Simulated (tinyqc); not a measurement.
Equilibrium and kinetic segregation of a solute to boundaries and growing surfaces. Changing the anneal time t. Computed by tinyqc, a small Python program. Command: `OMP_NUM_THREADS=1 python tinyqc.py 3026611 3026612 out.jsonl segreg sweep`. One thread of a shared host (Intel(R) Xeon(R) Processor @ 2.30GHz), about 0.01 s of CPU time with the checks.

Inputs (values chosen for the exercise, for a model alloy): segregation energy Q = 0.787 eV; total solute fraction x0 = 0.0006; temperature T = 1100 K; boundary thickness delta = 0.71 nm; bulk diffusivity D = 2.6e-19 m^2/s.

Isotherm: Langmuir-McLean.

Constants: k_B = 8.617333262e-05 eV/K.

Method:
- With theta the solute fraction on boundary sites and x that in the grains, theta/(1 - theta) = [x/(1 - x)] exp[Q/(k_B T)].
- The coverage theta_inf is that for x = x0.
- McLean kinetics from a uniform start, fed from both sides, with a constant enrichment beta = theta_inf/x0: (theta - x0)/(theta_inf - x0) = 1 - exp(s^2) erfc(s), s = 2 sqrt(D t)/(beta delta); half filling at s = 0.7691, t = (0.7691 beta delta/2)^2/D. D is an input and does not follow T.

One run for each value:
```
anneal time t (s)  degree of filling          s
0.0053                       0.00010  8.865e-05
0.022                        0.00020  1.806e-04
0.092                        0.00042  3.693e-04
0.38                         0.00085  7.506e-04
1.6                          0.00174  1.540e-03
6.7                          0.00355  3.152e-03
28                           0.00723  6.443e-03
120                          0.01488  1.334e-02
480                          0.02940  2.668e-02
```

Over the rows, degree of filling rises from 1.00e-4 to 0.0294 (exponent d ln y / d ln x about 0.50 throughout); s rises from 8.86e-5 to 0.0267 (exponent d ln y / d ln x about 0.50 throughout). The exponent of degree of filling stays between 0.49 and 0.50, near 0.50: early filling goes as sqrt(D t).

Caution (all rows): half of theta_inf exceeds the equilibrium coverage of grains of this size, so half filling is never reached in them.

Extremes, crossings and ranges named in words are read from the listed rows.
